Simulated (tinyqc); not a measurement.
Input admittance of a MOSFET at zero drain bias: distributed channel and distributed gate: two steps of the calculation.

Source and drain grounded, strong inversion, w = 2 pi f, Cox = eps0 eox/tox. The channel is an RC line of resistance 1/(mu Cox Vo) per square fed from both ends, so one finger has the intrinsic admittance y = i w Cox L tanh(g)/g per width, g = (1/2) sqrt(i w tau), tau = L^2/(mu Vo). The vertical resistance rv/L is in series with y, the overlaps 2 i w Cov in parallel: y_t = 1/(1/y + rv/L) + 2 i w Cov. The gate strip is a line of Rsh/L per length loaded by y_t, so a finger has Y = y_t Wf tanh(k)/k, k = (Wf/sd) sqrt(y_t Rsh/L); the device has Nf Y.

Values chosen for this exercise; values of the order met in silicon radio-frequency transistors: relative permittivity of the gate insulator (close to silicon dioxide) eox = 3.9; insulator thickness tox = 4.7 nm; channel length L = 1.8 um; finger width Wf = 6.6 um; number of fingers Nf = 8; channel mobility mu = 370 cm^2/(V s); gate overdrive Vo = 0.32 V; sheet resistance of the gate Rsh = 6.6 ohm/square; vertical resistivity of the gate stack rv = 11 ohm um^2; number of ends at which a finger is contacted sd = 1; overlap and fringe capacitance on each side Cov = 0.16 fF/um; frequency f = 2.7 GHz.

Constants: eps0 = 8.8541878128e-14 F/cm where lengths are in cm. Results are converted to the units shown.

Problem 1. Low-frequency resistances and capacitance. Low-frequency limits, with c = Cox L and ct = c + 2 Cov: R_strip = Rsh Wf/(3 sd^2 L Nf), R_ch = (c/ct)^2 L/(12 mu Cox Vo Wf Nf), R_vert = (c/ct)^2 rv/(L Wf Nf), C = ct Wf Nf.

Wanted: parts; sum; C; 1/(2 pi R C).

Solution 1.

parts (ohm): strip 1.0083, channel 31.133, vertical 0.11034
sum = 32.252 ohm
C = 715.16 fF
1/(2 pi R C) = 6.9002 GHz

The channel term is the largest, 96.5 % of the sum.

Problem 2. Input impedance of the device. k and Y as defined; Z = 1/(Nf Y) = R + 1/(i w C); Q = |Im Z|/R; signal at the point farthest from a contact |1/cosh k|.

y_t = 71.48662+196.61129i uS/um

Give: k; Nf Y; R; C; Q; signal at the far point.

Solution 2.

k = 0.14972+0.10487i
Nf Y = 3.867+10.301i mS
R = 31.943 ohm
C = 692.81 fF
Q = 2.6636
signal at the far point = 0.99424

tinyqc, about 0.01 s, one thread, Intel Xeon 2.30GHz (shared host): `OMP_NUM_THREADS=1 python tinyqc.py 2262181 2262182 out.jsonl`
